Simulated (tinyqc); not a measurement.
# Worked calculation: read current of a NAND string, cells in series solved by shooting

Program tinyqc, `OMP_NUM_THREADS=1 python tinyqc.py 2142175 2142176 out.jsonl`; Intel Xeon 2.30GHz, shared host, one thread, about 0.5 s. Printed values are rounded.

Cells in series, numbered from 0 at the source line (0 V) to the bit line, each followed by a gap resistance Rg. A cell with gate Vg, threshold VT, source Vs and drain Vd passes I = 2 nf K Vt^2 [F(Vs) - F(Vd)]/(1 + th max(Vg - VT, 0)), F(V) = ln^2(1 + exp((Vg - VT - nf V)/(2 nf Vt))). The selected cell has Vg = Vr, the others Vg = Vp.

Inputs (values chosen for the exercise); values of the order met in vertical NAND strings:
```
symbol,value,unit,meaning
T,358,K,temperature
K,4.5,uA/V^2,gain factor of a cell
nf,1.8,,slope factor
th,0.04,1/V,mobility reduction factor
Rg,19,kohm,resistance of the gap between cells
Vbl,0.7,V,bit-line voltage
Vp,7.7,V,pass voltage
Vr,3.62,V,read voltage on the selected word line
```

Constants: q = 1.602176634e-19 C, kB = 1.380649e-23 J/K, Vt = kB T/q. Results are converted to the units shown.

## Step 1: node voltages for a trial current

first trial current = 0.71 uA
thresholds from the source end, cell 0 to 3 (V): 4.3  2.6  -1.9  4.3

For a trial current I start at 0 V and, cell by cell (the selected one is cell 1), solve for the drain: sqrt(F(Vd)) = sqrt(F(Vs) - I/k), k = 2 nf K Vt^2/(1 + th max(Vg - VT, 0)), Vd = [Vg - VT - 2 nf Vt ln(exp(sqrt F) - 1)]/nf, then add I Rg.

node voltage after each cell and gap, trial 1, cell 0 to 3 (V): 0.06696324  0.3217385  0.3594938  0.4395396

## Step 2: node voltages for a trial current

second trial current = 0.82 uA

As before.

node voltage after each cell and gap, trial 2, cell 0 to 3 (V): 0.07747784  0.4172535  0.4614166  0.5599719

## Course of the secant iteration

Secant steps on the end voltage less Vbl, from the two trials; a trial above the saturation current of a cell has no solution and is moved halfway to the previous trial. Stop below 1e-9 V.

Course of the iteration:
```
iteration	I (uA)	end voltage - Vbl (V)	halvings
1	0.8839491	-0.0122	1
2	0.8900321	0.0129	0
3	0.8869004	-9.56e-4	0
4	0.8871163	-7.40e-5	0
5	0.8871345	4.35e-7	0
6	0.8871343	-1.98e-10	0
```

Converged in 6 iterations to I = 0.88713 uA. The selected cell takes 62.1 % of the bit-line voltage and the gaps together 9.63 %.
